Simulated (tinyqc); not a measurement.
Keating valence-force model of a tetrahedral crystal: one step, computed by the program tinyqc. Command: `OMP_NUM_THREADS=1 python tinyqc.py 3012916 3012917 out.jsonl keating walk`. One thread of a shared host (Intel(R) Xeon(R) Processor @ 2.30GHz), about 0.03 s of CPU time with the checks.

Atom A sits at 0 and atom B at a/4 (1,1,1) of an fcc lattice; the four bonds from A are t = a/4 (1,1,1), a/4 (1,-1,-1), a/4 (-1,1,-1), a/4 (-1,-1,1), of length d = sqrt(3) a/4. Energy: E = (3 alpha/(8 d^2)) sum over bonds (r.r - d^2)^2 + (3 beta/(8 d^2)) sum over pairs of bonds at one atom (r_i.r_j + d^2/3)^2, with beta_A for the six pairs at A and beta_B for the six at B. The cell holds two atoms, Omega = a^3/4. 1 N/m = 1 J/m^2.

Problem. Frequencies at q. Diagonalise the Hermitian matrix D. An eigenvalue lambda of D in eV/(angstrom^2 u) gives nu = 15.6333042 THz x sqrt(lambda). The weight on A is the sum of |e|^2 over the three components of atom A.

Structure: zinc blende.

D(q) (eV/(angstrom^2 u)), rows A x, A y, A z, B x, B y, B z:
```
[[0.5122119, 0.0100976+0.0145673i, 0.0076316+0.0206986i, -0.2268270+0.0464377i, 0.1135334-0.0365586i, 0.0809684-0.0512623i],
 [0.0100976-0.0145673i, 0.4592163, 0.0064851+0.0016759i, 0.1135334-0.0365586i, -0.2268270+0.0464377i, 0.0131619-0.3153511i],
 [0.0076316-0.0206986i, 0.0064851-0.0016759i, 0.4621713, 0.0809684-0.0512623i, 0.0131619-0.3153511i, -0.2268270+0.0464377i],
 [-0.2268270-0.0464377i, 0.1135334+0.0365586i, 0.0809684+0.0512623i, 0.9097681, 0.0179349-0.0258738i, 0.0135549-0.0367639i],
 [0.1135334+0.0365586i, -0.2268270-0.0464377i, 0.0131619+0.3153511i, 0.0179349+0.0258738i, 0.8156397, 0.0115186-0.0029767i],
 [0.0809684+0.0512623i, 0.0131619+0.3153511i, -0.2268270-0.0464377i, 0.0135549+0.0367639i, 0.0115186+0.0029767i, 0.8208883]]
```

Constants: nu for 1 eV/(angstrom^2 u) = 15.6333042 THz.

Give: frequencies; weights on atom A.

Solution.

frequencies (THz): [6.26, 7.13, 10.03, 15.22, 16.40, 16.77]

weights on atom A: [0.6875, 0.7054, 0.8398, 0.1788, 0.3140, 0.2745]
